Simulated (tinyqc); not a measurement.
Harmonic transition-state theory with quantum, tunnelling and friction corrections. From classical diffusivity D back to barrier E_b. Computed by tinyqc, a small Python program. Command: `OMP_NUM_THREADS=1 python tinyqc.py 3013067 3013068 out.jsonl rates inv`. One thread of a shared host (Intel(R) Xeon(R) Processor @ 2.30GHz), about 0.03 s of CPU time with the checks.

One atom hops between equivalent sites; three modes at the minimum and two real modes at the saddle are treated as harmonic, the rest of the crystal as unchanged; melting is ignored, so hot rows may lie above the melting point.

Inputs (values chosen for the exercise, modelled on interstitial hydrogen in silicon): temperature T = 278 K; jump length d = 1.92 angstrom; number of jump directions z = 6.

Lattice of sites: three-dimensional.

frequencies at the minimum (THz): 34.6  52.5  52.8

real frequencies at the saddle (THz): 37.4  54.5

Constants: k_B = 8.617333262e-05 eV/K; h x 1 THz = 4.135667696 meV.

Method. Vineyard: nu* = product of minimum frequencies / product of real saddle frequencies; k_cl = nu* exp(-E_b/(k_B T)). Activation entropy S = k_B ln(nu* h/(k_B T)); for uncorrelated jumps D = z k d^2/6 and D0 = z nu* d^2/6; 1 angstrom^2 = 1e-16 cm^2.

Task: A run gave the result below. Find the barrier E_b, known to lie between 0.4 and 0.67 eV.

classical diffusivity D = 2.123907e-11 cm^2/s

Result:

Each step takes the trial c = (a f_b - b f_a)/(f_b - f_a), f being the result less the target and a, b, c the logarithms of the listed values; c replaces end b, the old b replaces a if the sign of f changed, and otherwise f_a is halved.

Scan of the range:

| barrier E_b (eV) | classical diffusivity D (cm^2/s) |
|---|---|
| 0.400 | 9.72130e-10 |
| 0.436 | 2.16317e-10 |
| 0.475 | 4.24690e-11 |
| 0.518 | 7.05566e-12 |
| 0.564 | 1.03423e-12 |
| 0.615 | 1.23042e-13 |
| 0.670 | 1.23873e-14 |

False position (Illinois rule, in the logarithm of the input) inside the bracket:

| step | end a | end b | trial | classical diffusivity D (cm^2/s) |
|---|---|---|---|---|
| 1 | 0.475000 | 0.518000 | 0.500329 | 1.47530e-11 |
| 2 | 0.475000 | 0.500329 | 0.490567 | 2.21746e-11 |
| 3 | 0.500329 | 0.490567 | 0.491787 | 2.10736e-11 |
| 4 | 0.490567 | 0.491787 | 0.491604 | 2.12357e-11 |
| 5 | 0.490567 | 0.491604 | 0.491596 | 2.12423e-11 |
| 6 | 0.491604 | 0.491596 | 0.491600 | 2.12391e-11 |
| 7 | 0.491596 | 0.491600 | 0.491600 | 2.12391e-11 |

Classical diffusivity D falls at every point of a 13-point scan of the range (every second point is shown), so one value fits; it is bracketed by 0.475 and 0.518. Answer: barrier E_b = 0.4916 eV.

Caution: h nu exceeds k_B T, so zero-point and tunnelling corrections to the classical rate matter.
